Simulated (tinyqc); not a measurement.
Changing the pipe length l: gas flow in a process chamber: flow regimes, conductance, effective pumping speed, pump-down, outgassing and purge. Computed by tinyqc, a small Python program. Command: `OMP_NUM_THREADS=1 python tinyqc.py 3121165 3121166 out.jsonl pump sweep`. One thread of a shared host (Intel(R) Xeon(R) Processor @ 2.30GHz), about 0.01 s of CPU time with the checks.

Ideal gas, isothermal flow, a pump of constant speed at the end of a round pipe; process gas, volume gas and outgassing are given the same properties. 1 sccm = 101325 Pa x 1e-6 m^3/60 s x T/273.15 K.

Inputs (values chosen for the exercise, modelled on nitrogen near room temperature): molar mass M = 28.01 g/mol; molecular diameter = 0.37 nm; viscosity eta = 17.8 micropascal s; temperature T = 350 K; chamber volume V = 13 L; pipe diameter d = 16 cm; pump speed S = 630 L/s; process gas flow = 500 sccm.

Constants: k_B = 1.380649e-23 J/K; u = 1.6605390666e-27 kg.

Method:
- Mean speed c = sqrt(8 k_B T/(pi m)); aperture conductance C_a = c pi d^2/16; molecular pipe C_m = C_a/(1 + 3 l/(4 d)) (Dushman form); viscous pipe C_v = pi d^4 p_mean/(128 eta l); Knudsen interpolation C = C_v + C_m (1 + x)/(1 + 1.24 x), x = d p_mean sqrt(m/(k_B T))/eta.
- Effective speed 1/S_eff = 1/S + 1/C_m; time constant V/S_eff; pressure at which the free path k_B T/(sqrt2 pi d_m^2 p) equals d.
- Steady flow: the pump inlet is at p_2 = Q/S, and the chamber pressure p_1 solves Q = C((p_1 + p_2)/2) (p_1 - p_2). Residence time = p_1 V/Q.
- Knudsen number = free path at the mean pressure over d.

One run for each value:
```
pipe length l (cm)  C_m (L/s)  S_eff in molecular flow (L/s)  chamber pressure p_1 (Pa)
2                      2363.8                         497.43                     1.7309
4.3                    2151.7                         487.32                     1.7457
9.5                    1788.8                         465.91                     1.7772
21                     1302.9                         424.66                     1.8416
45                      831.5                         358.43                     1.9649
97                      466.1                         267.90                     2.2079
210                     238.4                         172.97                     2.6692
460                     114.6                          96.96                     3.5041
1000                     54.0                          49.74                     4.8824
```

Describe the trends.

Over the rows, C_m (L/s) falls from 2360 to 54.0 (exponent d ln y / d ln x -0.12 between the first rows and -0.97 between the last); S_eff in molecular flow (L/s) falls from 497 to 49.7 (exponent d ln y / d ln x -0.027 between the first rows and -0.86 between the last); chamber pressure p_1 (Pa) rises from 1.73 to 4.88 (exponent d ln y / d ln x 0.011 between the first rows and 0.43 between the last).
